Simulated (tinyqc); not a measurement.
Surface potential of a MOS transistor: implicit equation and explicit approximations: one step of the calculation.

p-type body, charge-sheet picture, depletion and inversion only, full ionisation (an idealisation for deep acceptors), Boltzmann statistics (rough once Na exp(x - xn) passes about Nc/7). In units of Vt: xg = (Vg - Vfb)/Vt, x = psi/Vt, G = gamma/sqrt(Vt), xn = (2 phiF + Vc)/Vt. The implicit equation is (xg - x)^2 = G^2 [x - 1 + exp(x - xn)] for x above about 3. Cox = eps0 eox/tox.

Question. Potential, charges and gate control. psi = Vt x; N_dep = Cox Vt G sqrt(x - 1)/q; N_inv = (Cox Vt G/q) [sqrt(x - 1 + exp(x - xn)) - sqrt(x - 1)]; dpsi/dVg = 1/[1 + G^2 (1 + exp(x - xn))/(2 (xg - x))].

Inputs (values chosen for the exercise); band and dielectric values close to those of silicon: temperature T = 300 K; relative permittivity of the gate insulator (close to silicon nitride) eox = 7.54; insulator thickness tox = 33 nm; channel-body voltage Vc = 1 V.

Constants: q = 1.602176634e-19 C, kB = 1.380649e-23 J/K, Vt = kB T/q, eps0 = 8.8541878128e-14 F/cm where lengths are in cm. Results are converted to the units shown.

converged x = 68.127575
G = 13.827260
xn = 74.842141
xg = 181.41730

Find: psi; N_dep; N_inv; dpsi/dVg.

Answer.

psi = 1.7612 V
N_dep = 3.6981e12 cm^-2
N_inv = 3.3415e7 cm^-2
dpsi/dVg = 0.54205

psi lies 6.7 Vt below 2 phiF + Vc.

Computed by the program tinyqc: `OMP_NUM_THREADS=1 python tinyqc.py 2122249 2122250 out.jsonl`, one thread of a shared Intel Xeon 2.30GHz, about 0.01 s for the whole run.
